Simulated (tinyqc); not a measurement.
Pinning factor and decay constant from two barriers.

Inverse problem. phiB = S (phiM - chi) + (1 - S)(Eg - E0) with S = 1/(1 + (1/S0 - 1) exp(-be ti)). Find S0, S at the given thickness and be.

Parameters, values chosen for the exercise; semiconductor values close to those of silicon; interlayer mass of the order of that in lanthanum oxide, offset chosen freely:
```
symbol,value,unit,meaning
Eg,1.13,eV,band gap
chi,4.17,eV,electron affinity
E0,0.36,eV,charge-neutrality level above the valence band
phiM,4.05,eV,metal work function
```

phiB at ti = 0, 0.3 nm (eV): [0.5386, 0.32410300]

Solution. Each barrier gives its S by linear interpolation between the pinned and the unpinned value; the ratio of the two values of 1/S - 1 is exp(be ti).

S0 = 0.2600
S = 0.5010
be = 3.500 1/nm

Computed by the program tinyqc: `OMP_NUM_THREADS=1 python tinyqc.py 2270049 2270050 out.jsonl`, one thread of a shared Intel Xeon 2.30GHz, about 0.02 s for the whole run.
